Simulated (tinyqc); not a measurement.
## Floating body of a partially depleted SOI transistor: body voltage and kink: output curve and kink

Source at 0 V. Channel current Ic = 2 nf K Vt^2 [F(0) - F(Vd)](1 + la Vd), F(V) = ln^2(1 + exp((Vg - VT - nf V)/(2 nf Vt))), VT = VT0 - gb Vb. Saturation voltage Vs = 2 Vt sqrt(F(0)) + 3 Vt, excess Ve = (Vd - Vs + sqrt((Vd - Vs)^2 + 0.0004 V^2))/2, multiplication M1 = Ai Ve exp(-Bl/Ve). Each junction passes D(v) = J1 (exp(v/Vt) - 1) + J2 (exp(v/(2 Vt)) - 1). Bipolar current Ib = bb J1 (exp(Vb/Vt) - 1). The body settles where M1 (Ic + Ib) = D(Vb) + D(Vb - Vd) + Vb/Rb; drain current Id = (1 + M1)(Ic + Ib) - D(Vb - Vd).

Rows with more than one solution for Vb (latch) are left out; dId/dVd by a forward difference over 1e-4 V, swing = 1e-4 V over the change of log10 Id; M1 under 1e-12 is printed as 0.

Values chosen for this exercise; values of the order met in partially depleted silicon-on-insulator transistors:
- T = 358 K (temperature)
- VT0 = 0.32 V (threshold at zero body voltage)
- gb = 0.23 (fall of the threshold per volt of body voltage)
- nf = 1.15 (slope factor)
- K = 440 uA/(V^2 um) (gain factor per width)
- la = 0.03 1/V (channel-length modulation factor)
- Ai = 3.36 1/V (impact-ionisation prefactor)
- Bl = 4.7 V (impact-ionisation voltage)
- J1 = 2.4e-10 uA/um (diffusion saturation current of each junction)
- J2 = 7.9e-8 uA/um (recombination saturation current of each junction)
- bb = 0 (gain of the lateral bipolar transistor on the diffusion current)
- Rb = 1e9 kohm um (resistance of a weak body tie to the source (1e9 stands for no tie, and the term is then dropped))
- Vg = 0.62 V (gate voltage)

Constants: q = 1.602176634e-19 C, kB = 1.380649e-23 J/K, Vt = kB T/q. Results are converted to the units shown.

Output curve and kink:

| Vd (V) | Vb (V) | M1 | Id, floating (uA/um) | Id, grounded (uA/um) | ratio | dId/dVd, floating (uS/um) | dId/dVd, grounded (uS/um) |
|---|---|---|---|---|---|---|---|
| 1 | 0.5409 | 2.927e-4 | 35.53 | 17.88 | 1.987 | 21.55 | 0.8641 |
| 1.2 | 0.6225 | 0.003616 | 39.09 | 18.16 | 2.153 | 15.20 | 2.054 |
| 1.4 | 0.6735 | 0.01770 | 42.00 | 18.77 | 2.237 | 14.73 | 4.267 |
| 1.6 | 0.7085 | 0.05275 | 45.26 | 19.92 | 2.272 | 18.40 | 7.268 |
| 1.8 | 0.7342 | 0.1174 | 49.55 | 21.71 | 2.282 | 24.90 | 10.73 |
| 2 | 0.7539 | 0.2171 | 55.33 | 24.22 | 2.285 | 33.11 | 14.38 |
| 2.2 | 0.7697 | 0.3540 | 62.85 | 27.46 | 2.289 | 42.21 | 18.03 |

What does the comparison show?

Vb rises from 0.541 to 0.770 V and the ratio of the currents rises from 1.99 to 2.29. The output conductance with a floating body exceeds the grounded value by the largest factor among the rows, 24.9, at Vd = 1 V, where Vb = 0.541 V and M1 = 2.93e-4.

Range of the model: The multiplication law is an empirical form chosen for the exercise; self-heating and capacitive coupling to the body are left out, and the linear laws are rough once Vb passes about 0.7 V or M1 about 0.1.

Program tinyqc, `OMP_NUM_THREADS=1 python tinyqc.py 2182272 2182273 out.jsonl`; Intel Xeon 2.30GHz, shared host, one thread, about 0.2 s.
